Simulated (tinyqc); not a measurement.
Forward curve with series resistance: current of a Schottky diode by thermionic-emission-diffusion theory, and its read-back from I-V-T and C-V data. Computed by tinyqc, a small Python program. Command: `OMP_NUM_THREADS=1 python tinyqc.py 3028649 3028650 out.jsonl schottky walk`. One thread of a shared host (Intel(R) Xeon(R) Processor @ 2.30GHz), about 0.01 s of CPU time with the checks.

Full ionisation, no tunnelling, no recombination current. V is the voltage across the junction itself, forward positive.

Inputs (values chosen for the exercise, modelled on n-type GaN):
```
quantity,value,unit
Richardson constant A*,26.2,A/(cm^2 K^2)
"effective density of states at 300 K, N_c",2.3e+18,1/cm^3
permittivity eps,9.7,-
mobility mu,890,cm^2/(V s)
barrier without image force phi_0 (mean),0.854,eV
doping N,1.1e+16,1/cm^3
series resistance R_s,9.9,milliohm cm^2
junction voltage V,0.32,V
temperature T,250,K
standard deviation sigma,43,meV
"relative change of sigma^2 with bias, rho",0.4,1/V
```

Barrier: Gaussian spread of heights.

Constants: k_B = 8.617333262e-05 eV/K; e = 1.602176634e-19 C; eps_0 = 8.8541878128e-12 F/m.

Method:
- N_c(T) = N_c (T/300 K)^(3/2); V_bi = phi_0 - (k_B T/e) ln(N_c(T)/N); surface field F = sqrt(2 e N (V_bi - V - k_B T/e)/(eps eps_0)); image lowering d_phi = sqrt(e F/(4 pi eps eps_0)); effective barrier phi = phi_0 - d_phi - sigma^2 (1 - rho V)/(2 k_B T).
- Collection velocity v_R = A* T^2/(e N_c(T)); diffusion velocity v_D = mu F; J = e N_c(T) v_R/(1 + v_R/v_D) exp(-phi/k_B T) [exp(e V/k_B T) - 1].
- Terminal voltage V + J R_s; apparent ideality from neighbouring rows, (e/k_B T) dV_terminal/d ln J.

built-in voltage V_bi = 0.744791 V

Forward curve; the last column belongs to the interval up to the next row:
```
V (V),J (A/cm^2),terminal voltage (V),apparent n
0.175,6.4449e-07,0.175,1.03
0.244,1.4292e-05,0.244,1.04
0.312,3.0099e-04,0.312,1.04
0.380,6.2838e-03,0.380,1.06
0.448,1.2956e-01,0.449,1.43
0.516,2.6197e+00,0.542,8.56
0.584,5.1125e+01,1.090,142.85
0.653,9.5379e+02,10.096,-
```

What does the comparison show, and why?

The resistance takes over where J R_s exceeds k_B T/e, at J = 2.18 A/cm^2; the apparent ideality climbs from 1.03 to 143, so barrier and n must be read below that current. Rows where the resistance drops more than 1 V are formal, since self-heating is left out.
